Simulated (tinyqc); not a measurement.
Velocity against field: two-valley model of the transferred-electron effect. Computed by tinyqc, a small Python program. Command: `OMP_NUM_THREADS=1 python tinyqc.py 3030502 3030503 out.jsonl gunn walk`. One thread of a shared host (Intel(R) Xeon(R) Processor @ 2.30GHz), about 0.01 s of CPU time with the checks.

Both kinds of valley share one electron temperature T_e, and each has a constant mobility.

Inputs (values chosen for the exercise, modelled on GaSb):
```
quantity,value,unit
central-valley mass m1,0.041,m_0
satellite-valley mass m2,0.23,m_0
satellite valleys Z,4,-
valley separation dE,0.082,eV
central-valley mobility mu1,4700,cm^2/(V s)
satellite-valley mobility mu2,450,cm^2/(V s)
energy relaxation time tau_E,0.85,ps
lattice temperature T,300,K
electric field F,5.1,kV/cm
```

Solver: bisection.

Constants: k_B = 8.617333262e-05 eV/K.

Method. Density-of-states ratio R = Z (m2/m1)^(3/2); n2/n1 = R exp(-dE/(k_B T_e)); mean mobility mu = (mu1 + mu2 n2/n1)/(1 + n2/n1); energy balance e mu F^2 = (3/2) k_B (T_e - T)/tau_E; v = mu F.

low-field mobility = 1766.56 cm^2/(V s)

R = 53.1467

The curve:
```
F (kV/cm),T_e (K),share in the satellites (%),v (1e7 cm/s),low-field line (1e7 cm/s)
0.51,303.0,69.684,0.0887,0.0901
1.30,317.9,72.705,0.2093,0.2297
2.50,355.9,78.575,0.3401,0.4416
3.60,399.6,83.087,0.4208,0.6360
5.10,468.2,87.444,0.5016,0.9009
7.10,575.3,91.045,0.5897,1.2543
10.00,766.7,93.889,0.7097,1.7666
15.00,1214.6,96.044,0.9272,2.6498
26.00,2787.6,97.421,1.4550,4.5931
51.00,9478.1,97.962,2.7367,9.0095
```

What follows from these numbers?

v rises in every row; the share in the slow valleys goes from 70 to 98 %, too gradually against the field for a falling branch among these rows. With constant mobilities n2/n1 tends to R and v ends on the line (mu1 + R mu2) F/(1 + R), a mobility of 528; real satellites saturate instead. Rows with T_e above 3000 K lie outside the range of a Maxwellian in parabolic valleys.
